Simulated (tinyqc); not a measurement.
Inside a calculation. Method: plane-wave Kohn-Sham cycle with exchange-only LDA in a layered model solid. One step of it, computed by the program tinyqc.

Problem. Iteration 1: levels at that k. Diagonalise the Hermitian matrix.

H (hartree):
```
           -2         -1         +0         +1         +2
-2   0.167233  -0.205000  -0.070000   0.000000   0.000000
-1  -0.205000  -0.158966  -0.205000  -0.070000   0.000000
+0  -0.070000  -0.205000  -0.247929  -0.205000  -0.070000
+1   0.000000  -0.070000  -0.205000  -0.099657  -0.205000
+2   0.000000   0.000000  -0.070000  -0.205000   0.285851
```

Give: eigenvalues.

Solution.

eigenvalues (hartree): -0.5730  -0.1681  0.0436  0.2671  0.3770
